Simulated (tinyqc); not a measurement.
Equilibrium and kinetic segregation of a solute to boundaries and growing surfaces. From one set of inputs to another, one input at a time. Computed by tinyqc, a small Python program. Command: `OMP_NUM_THREADS=1 python tinyqc.py 3021443 3021444 out.jsonl segreg ladder`. One thread of a shared host (Intel(R) Xeon(R) Processor @ 2.30GHz), about 0.01 s of CPU time with the checks.

The inputs printed are set A. Inputs not listed in the table keep their values of set A, so the rows need not describe a real material.

Inputs (values chosen for the exercise, modelled on arsenic in polycrystalline silicon):

| quantity | value | unit |
|---|---|---|
| segregation energy Q | 0.445 | eV |
| total solute fraction x0 | 0.004 | - |
| temperature T | 1175 | K |
| grain size d | 160 | nm |
| boundary thickness delta | 0.64 | nm |
| bulk diffusivity D | 2.7e-19 | m^2/s |
| anneal time t | 23 | s |
| exchange barrier E_b | 1.35 | eV |
| surface segregation energy E_s | 0.34 | eV |
| growth temperature T_g | 670 | K |
| growth rate | 4.2 | monolayers/s |

Isotherm: Langmuir-McLean.

Constants: k_B = 8.617333262e-05 eV/K.

Method:
- With theta the solute fraction on boundary sites and x that in the grains, theta/(1 - theta) = [x/(1 - x)] exp[Q/(k_B T)].
- The coverage theta_inf is that for x = x0.
- Finite grains: boundary sites are the fraction f = 3 delta/d, and x0 = (1 - f) x + f theta; solve both equations for theta; share at boundaries = f theta/x0.
- McLean kinetics from a uniform start, fed from both sides, with a constant enrichment beta = theta_inf/x0: (theta - x0)/(theta_inf - x0) = 1 - exp(s^2) erfc(s), s = 2 sqrt(D t)/(beta delta); half filling at s = 0.7691, t = (0.7691 beta delta/2)^2/D. D is an input and does not follow T.
- Two-state exchange during growth, dilute: jump up r_u = nu exp(-E_b/(k_B T_g)), jump back r_d = r_u exp(-E_s/(k_B T_g)), nu = 1e13 1/s. In the time 1/R of one monolayer the share carried up is p = [r_u/(r_u + r_d)] [1 - exp(-(r_u + r_d)/R)]; the tail decays as p^n, length -1/ln p monolayers; the equilibrium limit has p = r_u/(r_u + r_d).

Each row keeps all changes above it:

| input moved | from | to | fraction x left in the grains | decay length (monolayers) | time to half filling (s) |
|---|---|---|---|---|---|
| set A | - | - | 0.002204 | 361.5 | 845.3 |
| segregation energy Q (eV) | 0.445 | 0.216 | 0.003681 | 361.5 | 15.1 |
| growth temperature T_g (K) | 670 | 740 | 0.003681 | 207.3 | 15.1 |
| growth rate (monolayers/s) | 4.2 | 0.15 | 0.003681 | 207.3 | 15.1 |
| temperature T (K) | 1175 | 1050 | 0.003590 | 207.3 | 24.6 |
| total solute fraction x0 | 0.004 | 0.00024 | 0.000215 | 207.3 | 26.4 |
| grain size d (nm) | 160 | 120 | 0.000207 | 207.3 | 26.4 |
| surface segregation energy E_s (eV) | 0.34 | 0.36 | 0.000207 | 283.5 | 26.4 |

Fraction x left in the grains goes from 0.00220 to 2.07e-4, a factor 0.0940 in all. The largest single move comes from total solute fraction x0 (a factor 0.0598), and segregation energy Q works against it (a factor 1.67). Decay length goes from 361 to 283, a factor 0.784 in all. The largest single move comes from growth temperature T_g (a factor 0.573), and surface segregation energy E_s works against it (a factor 1.37). Time to half filling goes from 845 to 26.4, a factor 0.0313 in all. The largest single move comes from segregation energy Q (a factor 0.0178), and temperature T works against it (a factor 1.63). The single moves hold for this order of the switches; the total does not depend on the order.

Extremes, crossings and ranges named in words are read from the listed rows.
